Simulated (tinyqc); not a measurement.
Short-channel transistor, virtual-source model with series resistance: course of the iteration: current through the series resistance.

The current per gate width is the charge at the top of the source barrier (the virtual source) times its velocity times a saturation function; al and be are fitting constants of the model. Units: I in uA/um, Rs in ohm um, so I Rs = 1e-6 I Rs in volts; Q in uC/cm^2, so I = 1e-4 Q vx0 Fsat with vx0 in cm/s.

Intrinsic voltages Vg' = Vgs - I Rs, Vd' = Vds - 2 I Rs. n = n0 + nd Vd', VT = VT0 - dl Vd', Ff = 1/(1 + exp((Vg' - VT + al Vt/2)/(al Vt))), Q = Cinv n Vt ln(1 + exp((Vg' - VT + al Vt Ff)/(n Vt))), Vdsat = (vx0 L/mu)(1 - Ff) + Vt Ff, Fsat = u/(1 + u^be)^(1/be) with u = Vd'/Vdsat, and I(out) = Q vx0 Fsat per width. (Fsat takes the sign of u.) Newton step: I(new) = I + (I(out) - I)/(1 - s), s = dI(out)/dI by a central difference with +/- 0.001 uA/um.

Stop when I changes by less than 1e-7 uA/um, or after 80 iterations.

Values chosen for this exercise:
```
symbol   value        unit                                                         meaning
T          293           K                                                     temperature
Cinv      1.93     uF/cm^2                                           inversion capacitance
vx0     7.44e6        cm/s                                  velocity at the virtual source
mu        1300  cm^2/(V s)                                               apparent mobility
L           16          nm                                                  channel length
VT0      0.351           V                                 threshold at zero drain voltage
dl       0.052         V/V                                  drain-induced barrier lowering
n0        1.25                                                         subthreshold factor
nd           0         1/V                                  growth of n with drain voltage
al         3.5              threshold shift (in units of Vt) from weak to strong inversion
be           2                                                     sharpness of saturation
Rs         120      ohm um                               series resistance of each contact
Vgs        0.6           V                                                    gate voltage
Vds       0.05           V                                                   drain voltage
```

Constants: q = 1.602176634e-19 C, kB = 1.380649e-23 J/K, Vt = kB T/q. Results are converted to the units shown.

I at the start = 0 uA/um

Course of the iteration:

| iteration | I (uA/um) | \|change\| (uA/um) |
|---|---|---|
| 1 | 288.475 | 288 |
| 2 | -72.5708 | 361 |
| 3 | 297.432 | 370 |
| 4 | -117.099 | 415 |
| 5 | 300.192 | 417 |
| 6 | -130.121 | 430 |
| 7 | 300.790 | 431 |
| 8 | -132.893 | 434 |
| 9 | 300.907 | 434 |
| ... | ... | ... |
| 72 | -133.568 | 435 |
| 73 | 300.936 | 435 |
| 74 | -133.568 | 435 |
| 75 | 300.936 | 435 |
| 76 | -133.568 | 435 |
| 77 | 300.936 | 435 |
| 78 | -133.568 | 435 |
| 79 | 300.936 | 435 |
| 80 | -133.568 | 435 |

Did this iteration meet its convergence test, and what does its course show?

No. Not converged within 80 iterations. The value swings between -133.6 and 300.9 for good. At the solution, 181.5 uA/um, the slope dI(out)/dI is -4.86: its size exceeds one, so plain substitution moves away from the root. A rerun with the update damped to 0.3 converges in 71 iterations.

Program tinyqc, `OMP_NUM_THREADS=1 python tinyqc.py 2380018 2380019 out.jsonl`; Intel Xeon 2.30GHz, shared host, one thread, about 0.01 s.
